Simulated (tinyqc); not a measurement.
Vacuum evaporation: vapour pressure, source flux, thickness distribution, purity and step coverage: one step, computed by the program tinyqc. Command: `OMP_NUM_THREADS=1 python tinyqc.py 3111187 3111188 out.jsonl evap walk`. One thread of a shared host (Intel(R) Xeon(R) Processor @ 2.30GHz), about 0.01 s of CPU time with the checks.

Molecular flow, unit sticking of the metal, no re-evaporation. The background gas is taken as water vapour (18.015 g/mol, collision diameter 0.37 nm) at 300 K.

Task: Vapour pressure and flux. log10(p_v/Pa) = A - B/T; flux from the surface Phi = p_v/sqrt(2 pi m k_B T), m = M u. Mass loss = Phi x area x m; heat of evaporation = ln(10) R B; d ln Phi/dT = ln(10) B/T^2 - 1/(2 T).

Inputs (values chosen for the exercise, modelled on gold, with constants for the liquid):

| quantity | value | unit |
|---|---|---|
| molar mass M | 196.97 | g/mol |
| vapour-pressure constant A | 10.85 | - |
| vapour-pressure constant B | 18080 | K |
| source temperature T | 1720 | K |
| source area | 4.2 | cm^2 |

Constants: u = 1.6605390666e-27 kg; k_B = 1.380649e-23 J/K; R = 8.314462618 J/(mol K).

Give: vapour pressure p_v; flux Phi; mass loss; heat of evaporation; change of flux per kelvin.

Result:

vapour pressure p_v = 2.180 Pa

flux Phi = 9.866e+17 1/(cm^2 s)

mass loss = 4.879 g/h

heat of evaporation = 346.1 kJ/mol

change of flux per kelvin = 1.378 %/K

Holding the rate to 1 % needs the temperature to about 0.73 K.
